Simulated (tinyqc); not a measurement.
# Pair-potential crystal by lattice sums, step by step

A worked calculation. Computed by tinyqc, a small Python program that keeps every step. Command: `OMP_NUM_THREADS=1 python tinyqc.py 3009456 3009457 out.jsonl pairsum walk`. One thread of a shared host (Intel(R) Xeon(R) Processor @ 2.30GHz), about 0.01 s of CPU time with the checks. Intermediate numbers are printed to about 7 digits and carried at full precision; extremes and crossings named in words are read from the listed rows.

Energy per atom E = (1/2) sum over neighbours of phi(r); d is the nearest-neighbour distance.

Inputs (values chosen for the exercise, for model atoms):
```
quantity,value,unit
well depth eps,0.246,eV
pair minimum r0,3.16,angstrom
cut-off r_c/r0,2.48,-
trial neighbour distance d/r0,1.02,-
stiffness alpha r0,7.3,-
```

Potential: Morse. Structure: bcc.

Constants: 1 eV/angstrom^3 = 160.2176634 GPa.

## Shell sums at the trial distance

phi0(r) = eps [exp(-2 alpha (r - r0)) - 2 exp(-alpha (r - r0))]; shifted-force cut-off: phi(r) = phi0(r) - phi0(r_c) - (r - r_c) phi0'(r_c) for r < r_c, zero beyond. Shells (distance in units of d, count): fcc 1.0000 (12), 1.4142 (6), 1.7321 (24), 2.0000 (12), 2.2361 (24), 2.4495 (8), 2.6458 (48), 2.8284 (6), 3.0000 (36), 3.1623 (24); hcp 1.0000 (12), 1.4142 (6), 1.6330 (2), 1.7321 (18), 1.9149 (12), 2.0000 (6), 2.2361 (12), 2.3805 (12), 2.4495 (6), 2.5166 (6), 2.5820 (12), 2.6458 (24), 2.7080 (6), 2.8868 (12), 3.0000 (12), 3.1091 (24), 3.1623 (12); bcc 1.0000 (8), 1.1547 (6), 1.6330 (12), 1.9149 (24), 2.0000 (8), 2.3094 (6), 2.5166 (24), 2.5820 (24), 2.8284 (24), 3.0000 (32); sc 1.0000 (6), 1.4142 (12), 1.7321 (8), 2.0000 (6), 2.2361 (24), 2.4495 (24), 2.8284 (12), 3.0000 (30), 3.1623 (24); diamond 1.0000 (4), 1.6330 (12), 1.9149 (12), 2.3094 (6), 2.5166 (12), 2.8284 (24), 3.0000 (16). Volumes per atom in d^3: fcc 0.70711, hcp 0.70711, bcc 0.76980, sc 1.00000, diamond 1.53960; hcp has the ideal c/a. Every shell inside the cut-off is summed. List each shell within the cut-off.

Shells:
```
shell,count,r (angstrom),phi (eV),phi' (eV/angstrom),phi'' (eV/angstrom^2)
1,8,3.223200,-0.2413440,0.1333994,1.652529
2,6,3.721831,-0.1159143,0.2256095,-0.325403
3,12,5.263464,-0.0037318,0.0087241,-0.020049
4,24,6.171958,-0.0004192,0.0010568,-0.002492
5,8,6.446400,-0.0002060,0.0005500,-0.001323
6,6,7.443662,-0.0000057,0.0000342,-0.000132
```

## Energy and virial pressure

E = (1/2) sum count x phi; P = -(1/(6 Omega)) sum count x r phi', Omega = 0.769800 d^3.

energy at the trial distance = -1.341382 eV/atom

pressure at the trial distance = -9.546176 GPa

The pressure is negative, so the lattice wants to contract.

## Equilibrium

Equilibrium: dE/dd = 0 at the lowest minimum with d between 0.78 r0 and 1.45 r0; B = d^2 E''(d)/(9 Omega). Unrelaxed vacancy: removing an atom breaks its bonds (2|E|) and placing it on the surface returns |E|, so E_v = |E|.

equilibrium distance d = 3.077757 angstrom

energy per atom = -1.465453 eV

bulk modulus B = 123.0957 GPa

unrelaxed vacancy energy = 1.465453 eV

d is 2.6 % shorter than r0, because further shells pull and the first shell must push back.

## Elastic constants

At zero stress C_ijkl = (1/(2 Omega)) sum (phi'' - phi'/r) R_i R_j R_k R_l / r^2 over all neighbours, on cube axes; so C44 = C12 (Cauchy relation). C' = (C11 - C12)/2.

C11 = 101.9863 GPa

C12 = C44 = 133.6505 GPa

C' = -15.83207 GPa

C' is negative: the structure is unstable against a tetragonal shear.

## Ranking of structures

The formulas are those given above.

Each structure at its own equilibrium:
```
structure,neighbours,d (angstrom),E (eV/atom),volume (angstrom^3),B (GPa)
fcc,12,3.137997,-1.578421,21.84956,136.4601
hcp,12,3.137962,-1.578714,21.84882,136.4887
bcc,8,3.077757,-1.465453,22.44300,123.0957
sc,6,3.098754,-0.903677,29.75509,57.0607
diamond,4,3.136014,-0.525230,47.48345,20.8542
```

The order is hcp < fcc < bcc < sc < diamond; hcp lies 0.29 meV below fcc. fcc (-1.578421 eV) and hcp (-1.578714 eV) share two shells and differ from the third on. Pair forces reward the number of bonds: diamond reaches only 33 % of the best binding. Caution: each structure is relaxed in d alone and may be unstable against shear; the tiny fcc-hcp difference depends on the cut-off.

Checks made by the program: virial pressure against -dE/dV (relative difference 6e-09); (C11 + 2 C12)/3 against the curvature of E(d) (relative difference 2e-10).
